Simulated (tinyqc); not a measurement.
Electromigration in a confined line: Blech product, Korhonen stress evolution and Black's law. Changing the test temperature T. Computed by tinyqc, a small Python program. Command: `OMP_NUM_THREADS=1 python tinyqc.py 3023142 3023143 out.jsonl emigr sweep`. One thread of a shared host (Intel(R) Xeon(R) Processor @ 2.30GHz), about 0.01 s of CPU time with the checks.

The electron wind pushes atoms from the cathode (x = 0) to the anode (x = L); blocking ends build a back stress (tension positive). The input rho is taken not to change with temperature. d sigma/dt = d/dx [kappa (d sigma/dx + G)], with zero flux at both ends and sigma = 0 at t = 0.

Inputs (values chosen for the exercise, close to those used for aluminium lines):
```
quantity                      value          unit
resistivity rho                3.22  micro-ohm cm
atomic volume Omega            16.6    angstrom^3
effective charge number Z*      6.5             -
prefactor D0                9.2e-08         m^2/s
activation energy E           0.676            eV
effective modulus B              42           GPa
critical stress sigma_c         310           MPa
current density j               1.4       MA/cm^2
line length L                    47            um
use temperature T_u             105             C
use current density j_u         1.2       MA/cm^2
current exponent n                2             -
```

Start: stress-free.

Constants: e = 1.602176634e-19 C; k_B = 8.617333262e-05 eV/K; k_B = 1.380649e-23 J/K.

Method:
- G = Z* e rho j/Omega; D = D0 exp(-E/(k_B T)); kappa = D B Omega/(k_B T); drift velocity of an unconfined line v = D Z* e rho j/(k_B T). SI: 1 micro-ohm cm = 1e-8 ohm m, 1 MA/cm^2 = 1e10 A/m^2.
- Temperatures in kelvin are T(C) + 273.15.
- At steady state sigma(x) = G (L/2 - x). A void forms only if the cathode stress reaches sigma_c, that is if j L exceeds (j L)_c = 2 Omega (sigma_c)/(Z* e rho). Time scale tau = L^2/kappa.
- Median life t50 = A j^(-n) exp(E/(k_B T)); acceleration factor = t50(use)/t50(test) = (j/j_u)^n exp[(E/k_B)(1/T_u - 1/T)].

One run for each value:
```
test temperature T (C)  tau (h)  drift velocity (nm/h)  acceleration factor  critical product (j L)_c (A/cm)
150                      6.2890                    237           1.2359e+01                           3069.2
175                      2.3680                    628           3.4764e+01                           3069.2
200                      0.9915                   1500           8.7662e+01                           3069.2
225                      0.4542                   3275           2.0145e+02                           3069.2
250                      0.2248                   6618           4.2756e+02                           3069.2
275                      0.1188                  12516           8.4723e+02                           3069.2
300                      0.0666                  22346           1.5816e+03                           3069.2
325                      0.0392                  37940           2.8025e+03                           3069.2
350                      0.0241                  61633           4.7429e+03                           3069.2
```

Describe and explain the trends.

Over the rows, tau (h) falls from 6.29 to 0.0241; drift velocity (nm/h) rises from 237 to 61600. With rho, Z* and sigma_c held fixed the critical product does not depend on temperature; only the clock does.
